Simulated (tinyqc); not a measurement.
bcc against fcc: Finnis-Sinclair potential for a bcc metal: fit to cohesion and elasticity, then vacancy, surfaces and structure. Computed by tinyqc, a small Python program. Command: `OMP_NUM_THREADS=1 python tinyqc.py 3110129 3110130 out.jsonl fsfit walk`. One thread of a shared host (Intel(R) Xeon(R) Processor @ 2.30GHz), about 0.01 s of CPU time with the checks.

E = (1/2) sum V(r) - A sqrt(rho), rho = sum phi(r), phi = (r - d)^2 for r < d, V = (r - c)^2 (c0 + c1 r + c2 r^2) for r < c. In bcc the 8 first neighbours lie at sqrt(3) a/2 and the 6 second at a; both cut-offs lie below the third shell; Omega = a^3/2; E is per atom and z the number of atoms in a shell. The four constants A, c0, c1, c2 are fitted to E_c, zero pressure, B and C12 - C44 alone, so C44 and C11 - C12 are not matched singly; defects are unrelaxed.

Inputs (values chosen for the exercise, modelled on tantalum):

| quantity | value | unit |
|---|---|---|
| lattice constant a | 3.306 | angstrom |
| cohesive energy E_c | 8.01 | eV |
| target C11 | 264 | GPa |
| target C12 | 159 | GPa |
| target C44 | 84.1 | GPa |
| density cut-off d/a | 1.219 | - |
| pair cut-off c/a | 1.286 | - |

Constants: 1 eV/angstrom^3 = 160.2176634 GPa.

Method:
- rho = sum z phi, rho1 = sum z r phi', rho2 = sum z r^2 phi''. At zero pressure the effective pair part V + 2 F' phi obeys C12 = C44, so C12 - C44 = F'' (rho1/3)^2/Omega with F'' = A/(4 rho^(3/2)); this gives A.
- With v_k = (r - c)^2 r^k the rows are (1/2) sum z v_k, (1/2) sum z r v_k' and (1/2) sum z r^2 v_k''. With rho1 = sum z r phi' and rho2 = sum z r^2 phi'' the right-hand sides are: -E_c + A sqrt(rho) (cohesion); A rho1/(2 sqrt(rho)) (zero pressure); 9 B Omega + A [rho2/(2 sqrt(rho)) - rho1^2/(4 rho^(3/2))] with B = (C11 + 2 C12)/3.
- Solve the three equations.
- E of each lattice against the volume per atom, as a multiple of Omega; all neighbours inside the cut-offs are summed.

c0, c1, c2 (eV/angstrom^2, eV/angstrom^3, eV/angstrom^4): 0.549180  0.456512  -0.205035

A = 2.36828 eV/angstrom

Energies (eV/atom):

| V/Omega | bcc | fcc | fcc less bcc (meV) |
|---|---|---|---|
| 0.80 | -7.4789 | -7.3519 | 126.99 |
| 0.84 | -7.6834 | -7.4857 | 197.71 |
| 0.88 | -7.8334 | -7.5874 | 246.03 |
| 0.92 | -7.9345 | -7.6645 | 269.94 |
| 0.96 | -7.9918 | -7.7158 | 276.00 |
| 1.00 | -8.0100 | -7.7452 | 264.77 |
| 1.05 | -7.9839 | -7.7600 | 223.87 |
| 1.10 | -7.9103 | -7.7508 | 159.47 |
| 1.20 | -7.6456 | -7.6153 | 30.30 |

What does the comparison show, and why?

The lowest fcc row, at V/Omega = 1.05, lies +250 meV from the bcc minimum: the fit keeps bcc stable, though nothing in it asked for that.

Extremes, crossings and ranges named in words are read from the listed rows.
